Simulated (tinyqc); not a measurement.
# Gated graphene, quantum capacitance: what changes with what

phi is the Fermi level above the Dirac point, in volts; Vg is counted from the gate voltage of charge neutrality. Ideal linear bands, no charge puddles.

Values chosen for this exercise; values close to those of graphene: temperature T = 300 K; relative permittivity of the gate insulator (close to silicon dioxide) eox = 3.9; insulator thickness tox = 4.7 nm; Fermi velocity vF = 1.08e6 m/s; density of traps Dit = 0 cm^-2 eV^-1; gate voltage Vg = -0.05 V.

Constants: q = 1.602176634e-19 C, kB = 1.380649e-23 J/K, hbar = 1.054571817e-34 J s, Vt = kB T/q, eps0 = 8.8541878128e-14 F/cm where lengths are in cm. Results are converted to the units shown.

Each table varies one quantity; the others keep the values above.

## Effect of the gate voltage

N0 = (2/pi)(kB T/(hbar vF))^2; n = N0 F1(phi/Vt), p = N0 F1(-phi/Vt), F1(e) = int_0^infinity u du/(1 + exp(u - e)) = -Li2(-exp(e)); Cq = q d(n - p)/dphi = (q N0/Vt) ln[2 (1 + cosh(phi/Vt))]. Cox = eps0 eox/tox; Vg = phi + q (n - p + Dit phi)/Cox. 1/C_G = 1/Cox + 1/(Cq + q Dit); dphi/dVg = Cox/(Cox + Cq + q Dit).

The same in every row: Cox (uF/cm^2) = 0.7347.

Result of one run:
```
Vg (V)  phi (V)  n - p (cm^-2)  Cq (uF/cm^2)  C_G (uF/cm^2)  dphi/dVg  n + p (cm^-2)
0.53     0.1578       1.707e12         3.188         0.5971    0.1873       1.707e12
```

What becomes of these results when the gate voltage Vg is changed from 0.53 to 0.2 V, all else the same?

Result of the changed run:
```
Vg (V)  phi (V)  n - p (cm^-2)  Cq (uF/cm^2)  C_G (uF/cm^2)  dphi/dVg  n + p (cm^-2)
0.2     0.08108       5.453e11         1.681         0.5112    0.3042       5.526e11
```

The whole series:
```
Vg (V)   phi (V)  n - p (cm^-2)  Cq (uF/cm^2)  C_G (uF/cm^2)  dphi/dVg  n + p (cm^-2)
-0.3     -0.1085      -8.780e11         2.206         0.5512    0.2498       8.805e11
-0.13   -0.05778      -3.312e11         1.272         0.4657    0.3661       3.488e11
0.03     0.01497       6.893e10        0.7665         0.3751    0.4894       1.526e11
0.2      0.08108       5.453e11         1.681         0.5112    0.3042       5.526e11
0.37      0.1251       1.123e12         2.533         0.5695    0.2248       1.124e12
0.53      0.1578       1.707e12         3.188         0.5971    0.1873       1.707e12
0.7       0.1874       2.351e12         3.783         0.6152    0.1626       2.351e12
0.87      0.2135       3.010e12         4.310         0.6277    0.1456       3.010e12
1.03      0.2358       3.642e12         4.760         0.6365    0.1337       3.642e12
1.2       0.2577       4.321e12         5.201         0.6438    0.1238       4.321e12
```

As Vg goes from -0.3 to 1.2, Cq goes from 2.21 through a minimum of 0.767 (at Vg = 0.03 among the rows listed) to 5.20 uF/cm^2, C_G/Cox goes from 0.750 through a minimum of 0.511 (at Vg = 0.03 among the rows listed) to 0.876 and n - p rises from -8.78e11 to 4.32e12 cm^-2. Cq exceeds Cox in every row, so the insulator is the tighter limit, though Cq still cuts C_G by up to 49 %. At neutrality Cq is (q N0/Vt) ln 4 = 0.723 uF/cm^2, and far from it Cq grows as |phi|.

## Effect of the density of traps

Same model as above.

The same in every row: Cox (uF/cm^2) = 0.73471.

Effect of the density of traps:
```
Dit (cm^-2 eV^-1)     phi (V)  n - p (cm^-2)  Cq (uF/cm^2)  C_G (uF/cm^2)  dphi/dVg  n + p (cm^-2)
0                   -0.024549     -1.1671e11       0.83683        0.39123   0.46751      1.7646e11
1e11                -0.024301     -1.1542e11       0.83463        0.39422   0.46343      1.7569e11
3e11                -0.023819     -1.1291e11       0.83040        0.40009   0.45544      1.7423e11
7e11                -0.022906     -1.0821e11       0.82260        0.41137   0.44009      1.7155e11
2e12                -0.020351     -9.5257e10       0.80221        0.44408   0.39557      1.6459e11
4e12                -0.017342     -8.0392e10       0.78100        0.48441   0.34068      1.5744e11
1e13                -0.011968     -5.4726e10       0.75108        0.55990   0.23793      1.4752e11
3e13               -0.0058619     -2.6548e10       0.73006        0.64863   0.11715      1.4066e11
```

As Dit goes from 0 to 3e13, Cq falls from 0.837 to 0.730 uF/cm^2, C_G/Cox rises from 0.532 to 0.883 and n - p rises from -1.17e11 to -2.65e10 cm^-2. Cq is below Cox for Dit = 3e13; there the density of states limits the response dn/dVg more than the insulator does.

Computed by the program tinyqc: `OMP_NUM_THREADS=1 python tinyqc.py 2200071 2200072 out.jsonl`, one thread of a shared Intel Xeon 2.30GHz, about 0.01 s for the whole run.
